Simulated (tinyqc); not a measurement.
Lateral field, substrate current, probability of reaching the oxide barrier and hot-carrier lifetime of a silicon transistor (pseudo-two-dimensional and lucky-electron models): one step, computed by the program tinyqc. Command: `OMP_NUM_THREADS=1 python tinyqc.py 3010942 3010943 out.jsonl hotcar walk`. One thread of a shared host (Intel(R) Xeon(R) Processor @ 2.30GHz), about 0.01 s of CPU time with the checks.

Local-field models: a lucky carrier gains its energy at the peak field over a path free of collisions. Voltages are magnitudes.

Task: Hot-carrier currents and lifetime. C_ox = 3.9 eps_0/t; F_sat = 2 v_s/mu; V_Dsat = V_ov F_sat L/(V_ov + F_sat L), V_ov = V_G - V_T; I_D/W = C_ox v_s (V_ov - V_Dsat). Scale length l = 0.22 t^(1/3) x_j^(1/2) (all in cm); F_m = sqrt(((V_D - V_Dsat)/l_e)^2 + F_sat^2), with l_e = l; length of the velocity-saturated region l_e ln((V_D - V_Dsat)/(l_e F_sat) + F_m/F_sat). Substrate current I_sub/I_D = (A_i/B_i)(V_D - V_Dsat) exp(-B_i/F_m); probability of reaching the oxide barrier exp(-phi_b/(e lambda F_m)); lifetime tau = (H/(I_D/W)) exp(phi_it/(e lambda F_m)).

Inputs (values chosen for the exercise, modelled on a silicon n-channel):

| quantity | value | unit |
|---|---|---|
| channel length L | 1400 | nm |
| oxide thickness t | 32 | nm |
| junction depth x_j | 460 | nm |
| mobility mu | 280 | cm^2/(V s) |
| saturation velocity v_s | 0.78 | 1e7 cm/s |
| threshold voltage V_T | 0.63 | V |
| gate voltage V_G | 3.8 | V |
| drain voltage V_D | 7.6 | V |
| ionisation prefactor A_i | 2.2e+06 | 1/cm |
| ionisation field B_i | 1.71 | MV/cm |
| hot-carrier mean free path lambda | 8 | nm |
| oxide barrier phi_b | 3.1 | eV |
| interface-trap threshold phi_it | 3.6 | eV |
| lifetime constant H | 2000 | s microampere/micrometre |

Drain: abrupt.

Constants: eps_0 = 8.8541878128e-12 F/m.

Give: I_sub/I_D; substrate current I_sub/W; probability of reaching phi_b; lifetime tau; exponent m = phi_it/(e lambda B_i).

Result:

I_sub/I_D = 0.0072472

substrate current I_sub/W = 0.55878 microampere/micrometre

probability of reaching phi_b = 1.7915e-07

lifetime tau = 1.7739e+09 s

exponent m = phi_it/(e lambda B_i) = 2.6316

Since both exponentials depend on 1/F_m, tau I_D scales about as (I_sub/I_D)^(-m) with m = 2.63, which lets I_sub serve as the monitor. The lifetime is 5.62 times ten years (3.156e8 s).
